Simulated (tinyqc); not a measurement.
Composition and strain of an epitaxial Si(1-x)Ge(x) layer from Raman and X-ray peaks: one step, computed by the program tinyqc. Command: `OMP_NUM_THREADS=1 python tinyqc.py 3008077 3008078 out.jsonl epiraman walk`. One thread of a shared host (Intel(R) Xeon(R) Processor @ 2.30GHz), about 0.01 s of CPU time with the checks.

A (001) layer, biaxially strained in the plane. The Raman peaks follow empirical lines omega = w0 + c1 x + c3 x^3 + b eps (c3 for Si-Ge alone), with eps the in-plane strain.

Question. Lattice constants and strain. Relaxed lattice constant a(x) = a_Si + (a_Ge - a_Si) x - B x (1 - x). In-plane constant a_par = a_sub + R (a(x) - a_sub); eps = a_par/a(x) - 1; eps_perp = -(2 C12/C11) eps with 2 C12/C11 linear in x; a_perp = a(x) (1 + eps_perp). The buffer has a_sub = a(y).

Inputs (values chosen for the exercise, modelled on silicon-germanium):
```
quantity                     value      unit
Ge fraction x                 0.89         -
degree of relaxation R           0         -
Ge fraction y of the buffer   0.62         -
lattice constant of Si       5.431  angstrom
lattice constant of Ge       5.658  angstrom
bowing B                     0.025  angstrom
2 C12/C11 of Si              0.779         -
2 C12/C11 of Ge              0.749         -
```

Substrate: relaxed alloy buffer.

Give: relaxed constant a(x); substrate constant a_sub; a_par; in-plane strain eps; strain along the normal; a_perp.

Answer.

relaxed constant a(x) = 5.631 angstrom

substrate constant a_sub = 5.56585 angstrom

a_par = 5.56585 angstrom

in-plane strain eps = -11.50 per mille

strain along the normal = 8.649 per mille

a_perp = 5.679 angstrom

The layer is under compression in the plane and is stretched along the normal.
